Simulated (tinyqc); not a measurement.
# Electron continuity equation in a given potential, Scharfetter-Gummel discretisation: three discretisations compared

Steady state in one dimension: J = q mu n E + q D dn/dx with E = -dpsi/dx and D = mu Vt, dJ/dx = q (n/tau - G), fixed densities nL and nR at the ends. The potential is given, psi = U x/L - Ub exp(-((x/L - xb)/sb)^2), and is not changed by the electrons.

8 equal intervals. Fluxes J_i = (q D/h)(n_(i+1) P_i - n_i Q_i), d_i = (psi_(i+1) - psi_i)/Vt: Scharfetter-Gummel P = B(d), Q = B(-d), B(d) = d/(exp(d) - 1); central P = 1 - d/2, Q = 1 + d/2; upwind P = 1 + max(-d, 0), Q = 1 + max(d, 0). Balance at each inner node: J_i - J_(i-1) = q h (n_i/tau - G). The reference is Scharfetter-Gummel on 1600 intervals.

Values chosen for this exercise; mobility close to that of indium phosphide at room temperature: temperature T = 250 K; electron mobility mu = 4950 cm^2/(V s); length of the region L = 19 um; density at x = 0 nL = 1.3e13 cm^-3; density at x = L nR = 0 cm^-3; lifetime tau = 2.5e-9 s; uniform generation rate G = 0 cm^-3 s^-1; potential difference psi(L) - psi(0) U = 0.28 V; depth of the dip in psi (a barrier for electrons) Ub = 0.22 V; position of the barrier over L xb = 0.47; width of the barrier over L sb = 0.12.

Constants: q = 1.602176634e-19 C, kB = 1.380649e-23 J/K, Vt = kB T/q. Results are converted to the units shown.

Densities (cm^-3):
```
node	Scharfetter-Gummel	central	upwind	reference
0	1.300e13	1.300e13	1.300e13	1.300e13
1	2.268e13	2.323e13	1.855e13	2.267e13
2	5.589e13	6.539e13	3.054e13	5.817e13
3	1.559e12	-1.779e13	5.669e12	1.693e12
4	2.825e10	1.713e11	4.877e11	1.004e10
5	7.218e10	8.678e11	1.167e12	1.647e10
6	1.259e11	2.070e12	1.651e12	3.980e10
7	9.871e10	1.734e12	1.148e12	3.155e10
8	0	0	0	0
```

Largest errors as a share of the largest reference density listed: Scharfetter-Gummel 3.9 %, central 33 %, upwind 48 %. The largest |d| is 9.29. Central differences give 1 negative value(s), since P or Q changes sign once |d| exceeds 2. Upwinding stays positive but acts as if D were larger by the factor 1 + |d|/2, up to 5.65 here.

Program tinyqc, `OMP_NUM_THREADS=1 python tinyqc.py 2220103 2220104 out.jsonl`; Intel Xeon 2.30GHz, shared host, one thread, about 0.01 s.
